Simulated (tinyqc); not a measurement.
Worked calculation: harmonic frequencies on the UHF/6-31g surface (energies and gradients from PySCF), for H2-, spin multiplicity 2. The basis has no diffuse functions, so it cannot describe the extra electron: this is an exercise in the method, not the real anion. One step of it, computed by the program tinyqc.

Task: One row of the Hessian: 1Hz. Displace 1Hz by +/-0.002 bohr; H(k, :) = (g(+) - g(-)) / (2 delta).

optimised positions (bohr):
```
           x         y          z
1H  0.000000  0.000000  -0.812647
2H  0.000000  0.000000   2.108999
```

gradient at +delta (hartree/bohr):
```
             x           y            z
1H  0.00000000  0.00000000   0.00006481
2H  0.00000000  0.00000000  -0.00006481
```

gradient at -delta (hartree/bohr):
```
             x           y            z
1H  0.00000000  0.00000000  -0.00000861
2H  0.00000000  0.00000000   0.00000861
```

Give: row of the Hessian.

Result:

row of the Hessian (hartree/bohr^2): 1Hx 0.000000, 1Hy 0.000000, 1Hz 0.018354, 2Hx 0.000000, 2Hy 0.000000, 2Hz -0.018354
